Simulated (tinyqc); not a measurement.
# Wide-gap-emitter heterojunction bipolar transistor, Gummel numbers and transit times: effects of single changes

One-dimensional n-p-n transistor in the forward active mode at low injection. In the base p(x) = NB exp(-eta x/wb) and ni(x)^2 = ni^2 exp((g0 + g1 x/wb)/Vt); electrons leave the base at vsat; band spikes at the emitter junction and recombination inside the emitter are ignored.

Inputs (values chosen for the exercise); band and dielectric values close to those of gallium arsenide:
```
symbol,value,unit,meaning
T,400,K,temperature
Eg,1.41,eV,band gap
eps_r,12.7,,relative permittivity
Nc,6.82e17,cm^-3,conduction-band density of states at T
Nv,1.41e19,cm^-3,valence-band density of states at T
vsat,7.94e6,cm/s,saturation velocity
wb,84,nm,neutral base width
NB,1.9e19,cm^-3,base doping at the emitter edge
eta,0,,doping falls as exp(-eta x/wb)
g0,0,eV,gap reduction at the emitter edge of the base
g1,0.022,eV,further gap reduction across the base (linear)
Dn,23,cm^2/s,electron diffusion coefficient in the base
NE,2.4e17,cm^-3,emitter doping
gE,-0.4,eV,gap reduction in the emitter (negative: wider gap)
we,57,nm,neutral emitter width
Dp,1.3,cm^2/s,hole diffusion coefficient in the emitter
Se,3e6,cm/s,recombination velocity at the emitter contact
tb,8e-11,s,electron lifetime in the base
NC,2.8e16,cm^-3,collector doping
VCB,1.6,V,collector-base reverse bias
Cj,1.1,fF/um^2,emitter junction capacitance
Rc,4.5,ohm um^2,emitter plus collector resistance
mp,75,cm^2/(V s),hole mobility in the base
```

Constants: q = 1.602176634e-19 C, kB = 1.380649e-23 J/K, Vt = kB T/q, eps0 = 8.8541878128e-14 F/cm where lengths are in cm. Results are converted to the units shown.

Each table varies one quantity; the others keep the values above.

## Cut-off frequency against collector current

f(x) = p(x) ni^2/ni(x)^2; I(x) = integral from x to wb of f/Dn, plus f(wb)/vsat; base Gummel number GB = I(0); electron density per unit flux n/(J/q) = I/f; base transit time tauB = integral of I/f over the base. ni = sqrt(Nc Nv) exp(-Eg/(2 Vt)), Eg in volts; JC = J0 exp(VBE/Vt), J0 = q ni^2/GB; collector layer one-sided, Wc = sqrt(2 eps0 eps_r (Vbc + VCB)/(q NC)), Vbc = Vt ln(NB exp(-eta) NC/ni^2), Cjc = eps0 eps_r/Wc, tauC = Wc/(2 vsat). Delay 1/(2 pi fT) = tauE + tauB + tauC + tauR with tauE = Vt (Cj + Cjc)/JC and tauR = Rc Cjc. Charge stored in the emitter is left out. The Kirk effect, also left out, sets in near JC = q NC vsat. n(0) = (JC/q) I(0)/f(0).

The same in every row: tauB (ps) = 2.036; tauC (ps) = 2.405; tauR (ps) = 0.001325.

Results:

| JC (mA/um^2) | VBE (V) | tauE (ps) | fT (GHz) | JC/(q NC vsat) | n(0)/NB |
|---|---|---|---|---|---|
| 0.0012 | 1.148 | 40.05 | 3.577 | 0.003369 | 1.326e-5 |
| 0.0025 | 1.173 | 19.23 | 6.725 | 0.007019 | 2.763e-5 |
| 0.0055 | 1.200 | 8.739 | 12.07 | 0.01544 | 6.080e-5 |
| 0.012 | 1.227 | 4.005 | 18.84 | 0.03369 | 1.326e-4 |
| 0.025 | 1.253 | 1.923 | 25.01 | 0.07019 | 2.763e-4 |
| 0.054 | 1.279 | 0.8901 | 29.85 | 0.1516 | 5.969e-4 |
| 0.12 | 1.307 | 0.4005 | 32.86 | 0.3369 | 0.001326 |
| 0.53 | 1.358 | 0.09069 | 35.11 | 1.488 | 0.005858 |

Estimate the missing row, JC = 0.25 mA/um^2.

Computed row:

| JC (mA/um^2) | VBE (V) | tauE (ps) | fT (GHz) | JC/(q NC vsat) | n(0)/NB |
|---|---|---|---|---|---|
| 0.25 | 1.332 | 0.1923 | 34.34 | 0.7019 | 0.002763 |

With this row back in the table: fT rises from 3.58 to 35.1 GHz as the charging time falls as 1/JC; its limit for vanishing tauE is 35.8 GHz, of which the largest delay is tauC (54.1 %). tauE equals the other delays together at JC = 0.0108 mA/um^2. For JC = 0.25, 0.53 JC nears or passes q NC vsat, where base push-out would lower fT.

## Effect of the base doping at the emitter edge

ni = sqrt(Nc Nv) exp(-Eg/(2 Vt)), Eg in volts; GE = NE exp(-gE/Vt)(we/Dp + 1/Se); JC = J0 exp(VBE/Vt), J0 = q ni^2/GB; gain limited by back injection GE/GB, by base recombination tb/tauB, together 1/beta = the sum of the inverses; collector layer one-sided, Wc = sqrt(2 eps0 eps_r (Vbc + VCB)/(q NC)), Vbc = Vt ln(p(wb) NC/ni^2), Cjc = eps0 eps_r/Wc; Early voltage VA = GB q p(wb)/(f(wb) Cjc [1/Dn - (eta + g1/Vt)/(wb vsat)]), f(wb) = p(wb) exp(-(g0 + g1)/Vt), p(wb) = NB exp(-eta); tauC = Wc/(2 vsat). Peak fT here means 1/(2 pi (tauB + tauC + Rc Cjc)); base sheet resistance 1/(q mp times the integral of p).

The same in every row: tb/tauB = 39.30; tauB (ps) = 2.036.

Effect of the base doping at the emitter edge:

| NB (cm^-3) | GB (s/cm^4) | GE/GB | beta | VA (V) | tauC (ps) | peak fT (GHz) | base sheet resistance (kohm) |
|---|---|---|---|---|---|---|---|
| 2.4e18 | 8.076e11 | 1.537e5 | 39.29 | 242.4 | 2.376 | 36.07 | 4.128 |
| 4e18 | 1.346e12 | 9.220e4 | 39.28 | 405.2 | 2.383 | 36.01 | 2.477 |
| 6.8e18 | 2.288e12 | 5.423e4 | 39.27 | 691.0 | 2.391 | 35.95 | 1.457 |
| 1.2e19 | 4.038e12 | 3.073e4 | 39.25 | 1224 | 2.399 | 35.88 | 0.8256 |
| 2e19 | 6.730e12 | 1.844e4 | 39.22 | 2045 | 2.406 | 35.82 | 0.4954 |
| 3.3e19 | 1.110e13 | 1.118e4 | 39.16 | 3385 | 2.413 | 35.76 | 0.3002 |
| 5.6e19 | 1.884e13 | 6585 | 39.07 | 5762 | 2.421 | 35.70 | 0.1769 |
| 9.5e19 | 3.197e13 | 3882 | 38.91 | 9805 | 2.428 | 35.64 | 0.1043 |

Read the table: what changes, and by how much?

As NB goes from 2.4e18 to 9.5e19, beta falls from 39.3 to 38.9, VA rises from 242 to 9810 V, the peak fT falls from 36.1 to 35.6 GHz and the base sheet resistance falls from 4.13 to 0.104 kohm. The product beta VA changes by a factor of 40.1. Base recombination limits the gain in every row.

Range of the model: Heavy doping makes emitter or base degenerate; gE and g0 are to be read as apparent gap changes that include this.

Numbers from tinyqc (`OMP_NUM_THREADS=1 python tinyqc.py 2320028 2320029 out.jsonl`; about 0.01 s on one thread of a shared Intel Xeon 2.30GHz).
